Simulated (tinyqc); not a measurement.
Worked calculation: phonon-assisted absorption at an indirect gap. Values are carried at full precision from step to step, so a last printed digit may differ when a step is redone from the rounded ones.

alpha(E) = sum_j A_j [N_j (E - Eg + w_j)^2 + (N_j + 1)(E - Eg - w_j)^2], each bracket counted only where its base is positive; N_j = 1/(exp(w_j/kB T) - 1). The first term absorbs a phonon and the second emits one; excitons and direct transitions are left out.

Constants: kB = 8.617333262e-05 eV/K.

Parameters, chosen for this exercise (loosely those of Si at room temperature; Eg is not tied to T; shifted at random, so the results belong to these values and not to a real crystal):
- Eg = 1.124 eV (indirect gap, held fixed unless listed)
- w = (58.5, 18.1) meV (two zone-edge phonons)
- A = (2600, 450) 1/(cm eV^2) (their strengths)
- T = 300 K
- E = 1.143 eV (photon energy)
- nr = 3.53 (refractive index)
- d = 92 micrometre (thickness)
- xj = 0.52 micrometre (dead layer at the surface)
- W = 29 micrometre (depleted width)
- L = 42 micrometre (minority diffusion length below it)

## The four branches at one energy

Evaluate the occupations and each term.

N_j: 0.1161  0.9862

terms with phonon absorption (1/cm): 1.814  0.6108

terms with phonon emission (1/cm): 0  0.0007240

alpha = 2.425 1/cm
wavelength hc/E (hc = 1239.841984 eV nm) = 1084.7 nm

Phonon absorption supplies 100.0 % of alpha; the depth 1/alpha is 4.12e+03 micrometre.

## What a slab does with it

Slab of thickness d in air, incoherent passes: R = ((nr - 1)/(nr + 1))^2, x = exp(-alpha d); transmitted Tr = (1 - R)^2 x/(1 - R^2 x^2), reflected Rt = R + (1 - R)^2 R x^2/(1 - R^2 x^2), absorbed Ab = (1 - R)(1 - x)/(1 - R x).

d in cm is 1e-4 times the value in micrometres.

R = 0.3119
x = 0.9779
Tr = 0.5105
Rt = 0.4676
Ab = 0.0218

A single pass would absorb (1 - R)(1 - x) = 0.0152; the back face adds 0.0067.

## Quantum efficiency of a diode

Photodiode (Gaertner form with a dead layer): QE = (1 - R) exp(-alpha xj) [1 - exp(-alpha W)/(1 + alpha L)], R = ((nr - 1)/(nr + 1))^2; responsivity = QE/E in A/W for E in eV.

Evaluate the factors; 1 micrometre = 1e-4 cm.

passes the dead layer = 0.9999
collected share = 0.0170
QE = 0.0117
responsivity = 0.0102 A/W

Without diffusion from below the collected share would be 0.0070.

## Checks

- Tr + Rt + Ab against 1: both 1.000000.

Program tinyqc; command `OMP_NUM_THREADS=1 python tinyqc.py 1650927 1650928 out.jsonl`; about 0.01 s on one thread of a shared Intel(R) Xeon(R) Processor @ 2.30GHz.
